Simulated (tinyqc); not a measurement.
The basis set: RHF and MP2 along a ladder of basis sets, for BeH2, spin multiplicity 1. Computed by the program tinyqc with PySCF. Same geometry throughout; the dipole is taken about the origin.

Geometry (angstrom):
```
atom       x        y       z
Be    0.0000   0.0000  0.0000
H     0.0000   1.2550  0.0000
H     0.0000  -1.2550  0.0000
```

RHF and frozen-core MP2 in a ladder of bases:
```
basis    functions  E(RHF) (hartree)  E(MP2 corr) (hartree)  HOMO (eV)  LUMO (eV)  dipole (debye)
sto-3g           7         -15.56024               -0.02130    -11.898      5.704           0.000
3-21g           13         -15.66911               -0.02758    -12.484      2.294           0.000
6-31g           13         -15.75525               -0.02772    -12.458      2.512           0.000
cc-pvdz         24         -15.76272               -0.05102    -12.434      1.971           0.000
cc-pvtz         58         -15.76754               -0.06094    -12.497      1.680           0.000
```

Estimate the missing row, basis = 6-31g**.

Computed row:
```
basis    functions  E(RHF) (hartree)  E(MP2 corr) (hartree)  HOMO (eV)  LUMO (eV)  dipole (debye)
6-31g**         24         -15.76264               -0.04921    -12.390      2.553           0.000
```

From cc-pVDZ to cc-pVTZ the RHF energy falls by 4.8 mhartree and the correlation energy by 9.9. If valence correlation converges as X^-3, (27 E(T) - 8 E(D))/19 gives -0.0651 hartree, a rough estimate from such small X that usually falls short; STO-3G holds about 33 % of it. Beyond STO-3G the LUMO moves by 0.9 eV and the HOMO by 0.1 eV.
